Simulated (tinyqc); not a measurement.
Worked calculation (part 1 of 2): MP2 on RHF in the sto-3g basis, frozen core, for BeH2, spin multiplicity 1. Computed by tinyqc, a small Python program that keeps every step (integrals from PySCF). Settings: charge = 0, multiplicity = 1, basis = sto-3g, method = RHF, frozen orbitals = 1, energy threshold = 1e-10, iteration cap = 65, orthogonalisation = symmetric, start = atomic densities, DIIS depth = 6. Command: `OMP_NUM_THREADS=1 python tinyqc.py 31392 31393 out.jsonl` (the two numbers bound the seeds that draw the settings). One thread of a shared host (Intel(R) Xeon(R) Processor @ 2.60GHz), about 0.1 s of CPU time with the checks. Later iterations appear only in the table of the cycle.

## One-electron integrals

Geometry (angstrom):
```
atom         x          y         z
Be    0.000000   0.000000  0.000000
H     0.000000   1.596000  0.000000
H     0.000000  -1.596000  0.000000
```

Basis sto-3g: exponents (1/bohr^2) and contraction coefficients of normalised primitives:
```
element  l (shell)   exponent  coefficient
Be           s (1)  30.167871     0.154329
Be           s (1)   5.495115     0.535328
Be           s (1)   1.487193     0.444635
Be           s (2)   1.314833    -0.099967
Be           s (2)   0.305539     0.399513
Be           s (2)   0.099371     0.700115
Be           p (3)   1.314833     0.155916
Be           p (3)   0.305539     0.607684
Be           p (3)   0.099371     0.391957
H            s (1)   3.425251     0.154329
H            s (1)   0.623914     0.535328
H            s (1)   0.168855     0.444635
```

Overlap, kinetic and nuclear-attraction integrals over the contracted functions; the nuclear repulsion is the sum of Za Zb / Rab.

nuclear repulsion = 2.81829968 hartree

overlap S, order 1Be 1s, 1Be 2s, 1Be 2px, 1Be 2py, 1Be 2pz, 2H 1s, 3H 1s:
```
[[1.000000, 0.259517, 0.000000, 0.000000, 0.000000, 0.039613, 0.039613],
 [0.259517, 1.000000, 0.000000, 0.000000, 0.000000, 0.361201, 0.361201],
 [0.000000, 0.000000, 1.000000, 0.000000, 0.000000, 0.000000, 0.000000],
 [0.000000, 0.000000, 0.000000, 1.000000, 0.000000, 0.445237, -0.445237],
 [0.000000, 0.000000, 0.000000, 0.000000, 1.000000, 0.000000, 0.000000],
 [0.039613, 0.361201, 0.000000, 0.445237, 0.000000, 1.000000, 0.012074],
 [0.039613, 0.361201, 0.000000, -0.445237, 0.000000, 0.012074, 1.000000]]
```

kinetic energy T (hartree), order 1Be 1s, 1Be 2s, 1Be 2px, 1Be 2py, 1Be 2pz, 2H 1s, 3H 1s:
```
[[6.693975, -0.033012, 0.000000, 0.000000, 0.000000, -0.011120, -0.011120],
 [-0.033012, 0.211111, 0.000000, 0.000000, 0.000000, 0.035675, 0.035675],
 [0.000000, 0.000000, 0.660592, 0.000000, 0.000000, 0.000000, 0.000000],
 [0.000000, 0.000000, 0.000000, 0.660592, 0.000000, 0.117725, -0.117725],
 [0.000000, 0.000000, 0.000000, 0.000000, 0.660592, 0.000000, 0.000000],
 [-0.011120, 0.035675, 0.000000, 0.117725, 0.000000, 0.760032, -0.005088],
 [-0.011120, 0.035675, 0.000000, -0.117725, 0.000000, -0.005088, 0.760032]]
```

nuclear attraction V (hartree), order 1Be 1s, 1Be 2s, 1Be 2px, 1Be 2py, 1Be 2pz, 2H 1s, 3H 1s:
```
[[-15.224221, -2.071339, 0.000000, 0.000000, 0.000000, -0.314581, -0.314581],
 [-2.071339, -2.955733, 0.000000, 0.000000, 0.000000, -0.972377, -0.972377],
 [0.000000, 0.000000, -2.878157, 0.000000, 0.000000, 0.000000, 0.000000],
 [0.000000, 0.000000, 0.000000, -3.055189, 0.000000, -1.167045, 1.167045],
 [0.000000, 0.000000, 0.000000, 0.000000, -2.878157, 0.000000, 0.000000],
 [-0.314581, -0.972377, 0.000000, -1.167045, 0.000000, -2.715128, -0.039255],
 [-0.314581, -0.972377, 0.000000, 1.167045, 0.000000, -0.039255, -2.715128]]
```

core Hamiltonian H = T + V (hartree), order 1Be 1s, 1Be 2s, 1Be 2px, 1Be 2py, 1Be 2pz, 2H 1s, 3H 1s:
```
[[-8.530247, -2.104351, 0.000000, 0.000000, 0.000000, -0.325701, -0.325701],
 [-2.104351, -2.744622, 0.000000, 0.000000, 0.000000, -0.936702, -0.936702],
 [0.000000, 0.000000, -2.217565, 0.000000, 0.000000, 0.000000, 0.000000],
 [0.000000, 0.000000, 0.000000, -2.394597, 0.000000, -1.049319, 1.049319],
 [0.000000, 0.000000, 0.000000, 0.000000, -2.217565, 0.000000, 0.000000],
 [-0.325701, -0.936702, 0.000000, -1.049319, 0.000000, -1.955096, -0.044343],
 [-0.325701, -0.936702, 0.000000, 1.049319, 0.000000, -0.044343, -1.955096]]
```

## Two-electron integrals

Functions are numbered as in S; the eight-fold symmetry (ij|kl) = (ji|kl) = (kl|ij) leaves the list below.

Two-electron integrals (ij|kl) in chemists' order, unique and non-zero (hartree):
```
(11|11) 2.298831    (21|11) 0.392036    (21|21) 0.079539    (22|11) 0.570988
(22|21) 0.143041    (22|22) 0.417683    (31|31) 0.014607    (32|31) 0.021888
(32|32) 0.092265    (33|11) 0.569578    (33|21) 0.143083    (33|22) 0.417589
(33|33) 0.449859    (41|41) 0.014607    (42|41) 0.021888    (42|42) 0.092265
(43|43) 0.024249    (44|11) 0.569578    (44|21) 0.143083    (44|22) 0.417589
(44|33) 0.401360    (44|44) 0.449859    (51|51) 0.014607    (52|51) 0.021888
(52|52) 0.092265    (53|53) 0.024249    (54|54) 0.024249    (55|11) 0.569578
(55|21) 0.143083    (55|22) 0.417589    (55|33) 0.401360    (55|44) 0.401360
(55|55) 0.449859    (61|11) 0.059066    (61|21) 0.011977    (61|22) 0.021730
(61|33) 0.021583    (61|41) 0.001053    (61|42) 0.001995    (61|44) 0.022035
(61|55) 0.021583    (61|61) 0.001890    (62|11) 0.160721    (62|21) 0.040946
(62|22) 0.132615    (62|33) 0.127383    (62|41) 0.005320    (62|42) 0.034272
(62|44) 0.142956    (62|55) 0.127383    (62|61) 0.006821    (62|62) 0.065975
(63|31) 0.003521    (63|32) 0.017043    (63|43) 0.005739    (63|63) 0.005592
(64|11) 0.179204    (64|21) 0.046167    (64|22) 0.156542    (64|33) 0.147312
(64|41) 0.008541    (64|42) 0.052975    (64|44) 0.174842    (64|55) 0.147312
(64|61) 0.007987    (64|62) 0.088040    (64|64) 0.120536    (65|51) 0.003521
(65|52) 0.017043    (65|54) 0.005739    (65|65) 0.005592    (66|11) 0.330499
(66|21) 0.085622    (66|22) 0.311920    (66|33) 0.289809    (66|41) 0.012242
(66|42) 0.104343    (66|44) 0.355847    (66|55) 0.289809    (66|61) 0.014525
(66|62) 0.202229    (66|64) 0.284989    (66|66) 0.774606    (71|11) 0.059066
(71|21) 0.011977    (71|22) 0.021730    (71|33) 0.021583    (71|41) -0.001053
(71|42) -0.001995   (71|44) 0.022035    (71|55) 0.021583    (71|61) 0.001727
(71|62) 0.005760    (71|64) 0.006297    (71|66) 0.011967    (71|71) 0.001890
(72|11) 0.160721    (72|21) 0.040946    (72|22) 0.132615    (72|33) 0.127383
(72|41) -0.005320   (72|42) -0.034272   (72|44) 0.142956    (72|55) 0.127383
(72|61) 0.005760    (72|62) 0.032238    (72|64) 0.035294    (72|66) 0.072306
(72|71) 0.006821    (72|72) 0.065975    (73|31) 0.003521    (73|32) 0.017043
(73|43) -0.005739   (73|63) 0.002064    (73|73) 0.005592    (74|11) -0.179204
(74|21) -0.046167   (74|22) -0.156542   (74|33) -0.147312   (74|41) 0.008541
(74|42) 0.052975    (74|44) -0.174842   (74|55) -0.147312   (74|61) -0.006297
(74|62) -0.035294   (74|64) -0.037796   (74|66) -0.079127   (74|71) -0.007987
(74|72) -0.088040   (74|74) 0.120536    (75|51) 0.003521    (75|52) 0.017043
(75|54) -0.005739   (75|65) 0.002064    (75|75) 0.005592    (76|11) 0.007463
(76|21) 0.001847    (76|22) 0.005243    (76|33) 0.005176    (76|44) 0.005375
(76|55) 0.005176    (76|61) 0.000281    (76|62) 0.001705    (76|64) 0.002037
(76|66) 0.004098    (76|71) 0.000281    (76|72) 0.001705    (76|74) -0.002037
(76|76) 0.000067    (77|11) 0.330499    (77|21) 0.085622    (77|22) 0.311920
(77|33) 0.289809    (77|41) -0.012242   (77|42) -0.104343   (77|44) 0.355847
(77|55) 0.289809    (77|61) 0.011967    (77|62) 0.072306    (77|64) 0.079127
(77|66) 0.165778    (77|71) 0.014525    (77|72) 0.202229    (77|74) -0.284989
(77|76) 0.004098    (77|77) 0.774606
```

## Orthogonalisation

S = U s U^T; symmetric (Loewdin) form X = U s^(-1/2) U^T, so that X^T S X = 1.

eigenvalues of S: [0.364274, 0.453057, 0.957337, 1.000000, 1.000000, 1.601680, 1.623652]

X, order 1Be 1s, 1Be 2s, 1Be 2px, 1Be 2py, 1Be 2pz, 2H 1s, 3H 1s:
```
[[1.028518, -0.150124, 0.000000, 0.000000, 0.000000, 0.020852, 0.020852],
 [-0.150124, 1.154095, 0.000000, 0.000000, 0.000000, -0.221215, -0.221215],
 [0.000000, 0.000000, 1.000000, 0.000000, 0.000000, 0.000000, 0.000000],
 [0.000000, 0.000000, 0.000000, 1.216645, 0.000000, -0.308310, 0.308310],
 [0.000000, 0.000000, 0.000000, 0.000000, 1.000000, 0.000000, 0.000000],
 [0.020852, -0.221215, 0.000000, -0.308310, 0.000000, 1.170130, -0.054876],
 [0.020852, -0.221215, 0.000000, 0.308310, 0.000000, -0.054876, 1.170130]]
```

## Starting guess

The start is atomic minimal-basis densities projected into this basis (PySCF's MINAO start) and scaled to the electron count of each spin; this density is not idempotent, so its energy is not variational and may lie below the converged one.

D at the start, order 1Be 1s, 1Be 2s, 1Be 2px, 1Be 2py, 1Be 2pz, 2H 1s, 3H 1s:
```
[[2.152847, -0.519400, 0.000000, 0.000000, 0.000000, -0.032040, -0.032040],
 [-0.519400, 2.030860, 0.000000, 0.000000, 0.000000, 0.134654, 0.134654],
 [0.000000, 0.000000, 0.000000, 0.000000, 0.000000, 0.000000, 0.000000],
 [0.000000, 0.000000, 0.000000, 0.003015, 0.000000, 0.036906, -0.036906],
 [0.000000, 0.000000, 0.000000, 0.000000, 0.000000, 0.000000, 0.000000],
 [-0.032040, 0.134654, 0.000000, 0.036906, 0.000000, 0.913708, 0.010272],
 [-0.032040, 0.134654, 0.000000, -0.036906, 0.000000, 0.010272, 0.913708]]
```

## Iteration 1: building the Fock matrix

J_ij = sum D_kl (ij|kl), K_ij = sum D_kl (ik|jl); F = H + J - 0.5 K; E = tr D H + tr D J / 2 - 0.25 tr D K + E_nn.

Coulomb J (hartree), order 1Be 1s, 1Be 2s, 1Be 2px, 1Be 2py, 1Be 2pz, 2H 1s, 3H 1s:
```
[[6.412663, 1.236137, 0.000000, 0.000000, 0.000000, 0.187339, 0.187339],
 [1.236137, 2.592043, 0.000000, 0.000000, 0.000000, 0.858854, 0.858854],
 [0.000000, 0.000000, 2.544154, 0.000000, 0.000000, 0.000000, 0.000000],
 [0.000000, 0.000000, 0.000000, 2.677379, 0.000000, 1.033006, -1.033006],
 [0.000000, 0.000000, 0.000000, 0.000000, 2.544154, 0.000000, 0.000000],
 [0.187339, 0.858854, 0.000000, 1.033006, 0.000000, 2.215543, 0.033486],
 [0.187339, 0.858854, 0.000000, -1.033006, 0.000000, 0.033486, 2.215543]]
```

exchange K (hartree), order 1Be 1s, 1Be 2s, 1Be 2px, 1Be 2py, 1Be 2pz, 2H 1s, 3H 1s:
```
[[4.705885, 0.815609, 0.000000, 0.000000, 0.000000, 0.137339, 0.137339],
 [0.815609, 1.063643, 0.000000, 0.000000, 0.000000, 0.508332, 0.508332],
 [0.000000, 0.000000, 0.215997, 0.000000, 0.000000, 0.000000, 0.000000],
 [0.000000, 0.000000, 0.000000, 0.470185, 0.000000, 0.365825, -0.365825],
 [0.000000, 0.000000, 0.000000, 0.000000, 0.215997, 0.000000, 0.000000],
 [0.137339, 0.508332, 0.000000, 0.365825, 0.000000, 0.914097, 0.085742],
 [0.137339, 0.508332, 0.000000, -0.365825, 0.000000, 0.085742, 0.914097]]
```

Fock matrix F (hartree), order 1Be 1s, 1Be 2s, 1Be 2px, 1Be 2py, 1Be 2pz, 2H 1s, 3H 1s:
```
[[-4.470526, -1.276019, 0.000000, 0.000000, 0.000000, -0.207032, -0.207032],
 [-1.276019, -0.684400, 0.000000, 0.000000, 0.000000, -0.332015, -0.332015],
 [0.000000, 0.000000, 0.218591, 0.000000, 0.000000, 0.000000, 0.000000],
 [0.000000, 0.000000, 0.000000, 0.047689, 0.000000, -0.199226, 0.199226],
 [0.000000, 0.000000, 0.000000, 0.000000, 0.218591, 0.000000, 0.000000],
 [-0.207032, -0.332015, 0.000000, -0.199226, 0.000000, -0.196601, -0.053728],
 [-0.207032, -0.332015, 0.000000, 0.199226, 0.000000, -0.053728, -0.196601]]
```

total energy of this density = -15.27247154 hartree

This density is the starting one; it is not idempotent, so its energy is not variational and may lie below the converged one.

## Iteration 1: diagonalisation and new density

Diagonalise F' = X^T F X, C = X C', fill 3 alpha and 3 beta electrons from the bottom; D = 2 C_occ C_occ^T. Each column has its largest component positive (the first on a tie).

F' = X^T F X (hartree):
```
[[-4.364339, -0.674770, 0.000000, 0.000000, 0.000000, -0.009117, -0.009117],
 [-0.674770, -0.283116, 0.000000, 0.000000, 0.000000, -0.245863, -0.245863],
 [0.000000, 0.000000, 0.218591, 0.000000, 0.000000, 0.000000, 0.000000],
 [0.000000, 0.000000, 0.000000, 0.342349, 0.000000, -0.298728, 0.298728],
 [0.000000, 0.000000, 0.000000, 0.000000, 0.218591, 0.000000, 0.000000],
 [-0.009117, -0.245863, 0.000000, -0.298728, 0.000000, 0.022671, -0.072968],
 [-0.009117, -0.245863, 0.000000, 0.298728, 0.000000, -0.072968, 0.022671]]
```

orbital energies (hartree): [-4.474061, -0.458728, -0.221111, 0.218591, 0.218591, 0.235038, 0.659100]

coefficients C, order 1Be 1s, 1Be 2s, 1Be 2px, 1Be 2py, 1Be 2pz, 2H 1s, 3H 1s:
```
[[0.991518, -0.231381, 0.000000, 0.000000, 0.000000, -0.211210, 0.000000],
 [0.031870, 0.693086, 0.000000, 0.000000, 0.000000, 0.985374, 0.000000],
 [0.000000, 0.000000, 0.000000, 0.997827, -0.065884, 0.000000, 0.000000],
 [0.000000, 0.000000, 0.380991, 0.000000, 0.000000, 0.000000, 1.234982],
 [0.000000, 0.000000, 0.000000, 0.065884, 0.997827, 0.000000, 0.000000],
 [-0.002659, 0.334566, 0.508096, 0.000000, 0.000000, -0.747881, -0.766298],
 [-0.002659, 0.334566, -0.508096, 0.000000, 0.000000, -0.747881, 0.766298]]
```

D after iteration 1, order 1Be 1s, 1Be 2s, 1Be 2px, 1Be 2py, 1Be 2pz, 2H 1s, 3H 1s:
```
[[2.073292, -0.257534, 0.000000, 0.000000, 0.000000, -0.160096, -0.160096],
 [-0.257534, 0.962766, 0.000000, 0.000000, 0.000000, 0.463596, 0.463596],
 [0.000000, 0.000000, 0.000000, 0.000000, 0.000000, 0.000000, 0.000000],
 [0.000000, 0.000000, 0.000000, 0.290309, 0.000000, 0.387160, -0.387160],
 [0.000000, 0.000000, 0.000000, 0.000000, 0.000000, 0.000000, 0.000000],
 [-0.160096, 0.463596, 0.000000, 0.387160, 0.000000, 0.740207, -0.292440],
 [-0.160096, 0.463596, 0.000000, -0.387160, 0.000000, -0.292440, 0.740207]]
```

Within a degenerate level the vectors are fixed only up to a rotation; this is one choice.

## Iteration 7 (converged): orbitals

converged F (hartree), order 1Be 1s, 1Be 2s, 1Be 2px, 1Be 2py, 1Be 2pz, 2H 1s, 3H 1s:
```
[[-4.531955, -1.290051, 0.000000, 0.000000, 0.000000, -0.203689, -0.203689],
 [-1.290051, -0.590479, 0.000000, 0.000000, 0.000000, -0.329626, -0.329626],
 [0.000000, 0.000000, 0.213673, 0.000000, 0.000000, 0.000000, 0.000000],
 [0.000000, 0.000000, 0.000000, -0.136162, 0.000000, -0.297852, 0.297852],
 [0.000000, 0.000000, 0.000000, 0.000000, 0.213673, 0.000000, 0.000000],
 [-0.203689, -0.329626, 0.000000, -0.297852, 0.000000, -0.225128, -0.011944],
 [-0.203689, -0.329626, 0.000000, 0.297852, 0.000000, -0.011944, -0.225128]]
```

As before.

F' = X^T F X (hartree):
```
[[-4.422602, -0.699920, 0.000000, 0.000000, 0.000000, -0.000355, -0.000355],
 [-0.699920, -0.155238, 0.000000, 0.000000, 0.000000, -0.271006, -0.271006],
 [0.000000, 0.000000, 0.213673, 0.000000, 0.000000, 0.000000, 0.000000],
 [0.000000, 0.000000, 0.000000, 0.204822, 0.000000, -0.368952, 0.368952],
 [0.000000, 0.000000, 0.000000, 0.000000, 0.213673, 0.000000, 0.000000],
 [-0.000355, -0.271006, 0.000000, -0.368952, 0.000000, 0.038859, -0.065315],
 [-0.000355, -0.271006, 0.000000, 0.368952, 0.000000, -0.065315, 0.038859]]
```

orbital energies (hartree): [-4.535299, -0.412945, -0.369700, 0.213673, 0.213673, 0.343949, 0.678696]

coefficients C, order 1Be 1s, 1Be 2s, 1Be 2px, 1Be 2py, 1Be 2pz, 2H 1s, 3H 1s:
```
[[0.991887, -0.211813, 0.000000, 0.000000, 0.000000, -0.229240, 0.000000],
 [0.030972, 0.613242, 0.000000, 0.000000, 0.000000, 1.036977, 0.000000],
 [0.000000, 0.000000, 0.000000, -0.059472, 0.998230, 0.000000, 0.000000],
 [0.000000, 0.000000, 0.495192, 0.000000, 0.000000, 0.000000, 1.193784],
 [0.000000, 0.000000, 0.000000, 0.998230, 0.059472, 0.000000, 0.000000],
 [-0.003834, 0.392528, 0.433951, 0.000000, 0.000000, -0.719148, -0.810593],
 [-0.003834, 0.392528, -0.433951, 0.000000, 0.000000, -0.719148, 0.810593]]
```

D after iteration 7, order 1Be 1s, 1Be 2s, 1Be 2px, 1Be 2py, 1Be 2pz, 2H 1s, 3H 1s:
```
[[2.057409, -0.198343, 0.000000, 0.000000, 0.000000, -0.173891, -0.173891],
 [-0.198343, 0.754049, 0.000000, 0.000000, 0.000000, 0.481192, 0.481192],
 [0.000000, 0.000000, 0.000000, 0.000000, 0.000000, 0.000000, 0.000000],
 [0.000000, 0.000000, 0.000000, 0.490430, 0.000000, 0.429778, -0.429778],
 [0.000000, 0.000000, 0.000000, 0.000000, 0.000000, 0.000000, 0.000000],
 [-0.173891, 0.481192, 0.000000, 0.429778, 0.000000, 0.684813, -0.068440],
 [-0.173891, 0.481192, 0.000000, -0.429778, 0.000000, -0.068440, 0.684813]]
```

Within a degenerate level the vectors are fixed only up to a rotation; this is one choice.

## Convergence

Stop when the energy changes by less than 1e-10 hartree and every element of the error matrix X^T (F D S - S D F) X is below 3e-06.

Course of the cycle:
```
iteration   E (hartree)     change  largest element of the error matrix
1          -15.27247154          -                             2.60e-01
2          -15.48516847  -2.13e-01                             1.05e-01
3          -15.50441840  -1.92e-02                             1.68e-02
4          -15.50532650  -9.08e-04                             7.58e-04
5          -15.50532765  -1.15e-06                             1.28e-05
6          -15.50532765  -3.02e-10                             4.88e-07
7          -15.50532765  -3.20e-13                             2.08e-07
```

PySCF RHF in the same basis = -15.50532765 hartree

Converged in 7 iterations.

## Populations, bond orders and dipole

Mulliken: Z minus the diagonal of D S on the atom; Loewdin: the same with S^(1/2) D S^(1/2); Mayer order: 2 sum_s sum (D(s) S)_ij (D(s) S)_ji over the two atoms.

Charges (e):
```
atom   Mulliken    Loewdin
1Be    0.084516   0.072728
2H    -0.042258  -0.036364
3H    -0.042258  -0.036364
```

Mayer bond orders:
```
pair     order
2-1   0.991056
3-1   0.991056
3-2   0.007158
```

dipole moment about the origin, x y z (debye): [0.000000, 0.000000, 0.000000]

## Integrals over molecular orbitals

(pq|rs) = sum C_ip C_jq C_kr C_ls (ij|kl), one index at a time.

one-electron integrals over orbitals h = C^T H C (hartree):
```
[[-8.518984, 0.207326, 0.000000, 0.000000, 0.000000, 0.204172, 0.000000],
 [0.207326, -2.277919, 0.000000, 0.000000, 0.000000, -0.249653, 0.000000],
 [0.000000, 0.000000, -2.208780, 0.000000, 0.000000, 0.000000, -0.316121],
 [0.000000, 0.000000, 0.000000, -2.217565, 0.000000, 0.000000, 0.000000],
 [0.000000, 0.000000, 0.000000, 0.000000, -2.217565, 0.000000, 0.000000],
 [0.204172, -0.249653, 0.000000, 0.000000, 0.000000, -1.887892, 0.000000],
 [0.000000, 0.000000, -0.316121, 0.000000, 0.000000, 0.000000, -1.861961]]
```

Two-electron integrals over orbitals (pq|rs), unique and non-zero (hartree); the lowest 1 orbital is frozen and left out:
```
(22|22) 0.371237    (32|32) 0.157817    (33|22) 0.382671    (33|33) 0.406080
(42|42) 0.047265    (43|43) 0.012209    (44|22) 0.351799    (44|33) 0.332243
(44|44) 0.449859    (52|52) 0.047265    (53|53) 0.012209    (54|54) 0.024249
(55|22) 0.351799    (55|33) 0.332243    (55|44) 0.401360    (55|55) 0.449859
(62|22) -0.013627   (62|33) -0.040710   (62|44) 0.069164    (62|55) 0.069164
(62|62) 0.083952    (63|32) -0.092066   (63|63) 0.088007    (64|42) 0.046456
(64|64) 0.048978    (65|52) 0.046456    (65|65) 0.048978    (66|22) 0.373422
(66|33) 0.384573    (66|44) 0.350320    (66|55) 0.350320    (66|62) -0.027190
(66|66) 0.390379    (72|32) -0.038605   (72|63) 0.062990    (72|72) 0.057442
(73|22) 0.001415    (73|33) -0.017973   (73|44) 0.071388    (73|55) 0.071388
(73|62) 0.079608    (73|66) -0.020291   (73|73) 0.087829    (74|43) 0.013191
(74|74) 0.016980    (75|53) 0.013191    (75|75) 0.016980    (76|32) 0.139236
(76|63) -0.091248   (76|72) -0.046409   (76|76) 0.136029    (77|22) 0.397065
(77|33) 0.412690    (77|44) 0.375829    (77|55) 0.375829    (77|62) -0.017249
(77|66) 0.406969    (77|73) 0.004669    (77|77) 0.450094
```
